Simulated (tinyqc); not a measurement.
Worked calculation: donors with valley-orbit split 1s states. Values are carried at full precision from step to step, so a last printed digit may differ when a step is redone from the rounded ones.

Each donor binds at most one electron, in any of its states. For a site s, W_s = sum over its states of g exp(E/kT), and the ionised share is 1/(1 + W_s exp(eta)), eta = (EF - Ec)/kT; n = Nc F_1/2(eta); neutrality n + NA = ND x (mean ionised share); holes are neglected. Nc from N = 2 (m kB T/(4 pi c))^(3/2) with c = hbar^2/2m0, in 1/angstrom^3; times 1e24 for 1/cm^3, m = md. F_j(eta) = (1/Gamma(j + 1)) integral_0^infinity x^j dx/(1 + exp(x - eta)), which tends to exp(eta) for eta << 0.

Constants: hbar^2/2m0 = 3.80998211 eV angstrom^2; kB = 8.617333262e-05 eV/K.

Parameters, chosen for this exercise (near those of As in Si; the results hold for these values, not for the real material):
- md = 1.033 m0 (density-of-states mass of the conduction band)
- E = (54.6, 34.3, 32.6) meV (binding energies of 1s(A1), 1s(T2), 1s(E))
- g = (2, 6, 4) (their degeneracies with spin)
- T = 250 K
- ND = 1.6e+15 1/cm^3 (donors)
- NA = 0 1/cm^3 (compensating acceptors, all ionised)
- mu0 = 61 cm^2/(V s) (mobility at heavy doping)
- mu1 = 1432 cm^2/(V s) (mobility at light doping and 300 K)
- Nr = 9.4e+16 1/cm^3 (reference doping)
- de = 0.72 (doping exponent)
- ga = 2.3 (temperature exponent)

## Partition sums of the neutral donor

Give each term g exp(E/kT), W_s, and the effective degeneracy W_s exp(-E_ground/kT).

Nc = 2.0042e+19 1/cm^3

terms: 1s(A1) 25.22, 1s(T2) 29.49, 1s(E) 18.17

W_s: donor 72.869

effective degeneracy: donor 5.779

The ground state alone would give 2 and all states together 12; here the excited states hold 65 % of the bound electrons.

## Neutrality

Solve for eta.

eta = -9.441
n = 1.59e+15 1/cm^3

ionised share: donor 0.994

n is 0.994 of ND - NA.

## Mobility and resistivity

Mobility (Caughey-Thomas form): mu = mu0 + (mu1 (T/300)^(-ga) - mu0)/(1 + ((ND + NA)/Nr)^de); rho = 1/(e n mu), e = 1.602176634e-19 C.

Compare with full ionisation, n = ND - NA.

mu = 2071.0 cm^2/(V s)
rho = 1.89 ohm cm
rho at full ionisation = 1.88 ohm cm

Incomplete ionisation raises rho by a factor 1.01.

## Checks

- n at ND = 1e13 1/cm^3 against the root of n^2 = (Nc/W)(ND - n) (1/cm^3): both 1.000e+13.

Program tinyqc; command `OMP_NUM_THREADS=1 python tinyqc.py 1680554 1680555 out.jsonl`; about 0.01 s on one thread of a shared Intel(R) Xeon(R) Processor @ 2.30GHz.
